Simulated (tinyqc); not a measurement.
Semiconductor laser, carrier and photon rate equations: course of the iteration: steady state by Newton steps.

Carrier density N and photon density S in one mode: dN/dt = F1 = eta I/(q V) - (A N + B N^2 + C N^3) - vg g S; dS/dt = F2 = G vg g S + G be B N^2 - S/tp, with g = g0 ln(N/Ntr)/(1 + ec S). Output power P = Fo Eph S V/(G tp). No heating, no carrier transport.

Jacobian, with a = g0/(N (1 + ec S)) and d = g/(1 + ec S): J11 = -(A + 2 B N + 3 C N^2) - vg a S, J12 = -vg d, J21 = G vg a S + 2 G be B N, J22 = G vg d - 1/tp. Solve J d = -F and add d to (N, S).

Stop when the largest change of (N, S) is below 1e-9, or after 40 iterations. N is counted in 1e18 and S in 1e15 cm^-3, and S must be positive.

Values chosen for this exercise: active volume V = 3.7e-11 cm^3; confinement factor G = 0.115; group velocity vg = 7.22e9 cm/s; gain coefficient g0 = 1600 1/cm; transparency density Ntr = 2.1e18 cm^-3; gain compression ec = 1.2e-17 cm^3; photon lifetime tp = 1.4 ps; defect recombination coefficient A = 6.9e7 1/s; radiative coefficient B = 5.5e-11 cm^3/s; Auger coefficient C = 2.8e-29 cm^6/s; share of spontaneous emission into the mode be = 3.3e-5; injection efficiency eta = 0.88; drive current I = 87 mA.

Constants: q = 1.602176634e-19 C. Results are converted to the units shown.

(N, S) at the start (Nth and the estimate of S): N (1e18 cm^-3) 3.595, S (1e15 cm^-3) 1.72

Course of the iteration:

| iteration | S (1e15 cm^-3) | largest \|change\| of one entry |
|---|---|---|
| 1 | 1.70562 | 0.0395 |
| 2 | 1.70539 | 5.44e-4 |
| 3 | 1.70539 | 1.12e-7 |
| 4 | 1.70539 | 4.88e-15 |

Did this iteration meet its convergence test, and what does its course show?

Yes. Converged in 4 iterations. The change falls from 0.039 in the first iteration to below the tolerance in the last.

Program tinyqc, `OMP_NUM_THREADS=1 python tinyqc.py 2840005 2840006 out.jsonl`; Intel Xeon 2.30GHz, shared host, one thread, about 0.01 s.
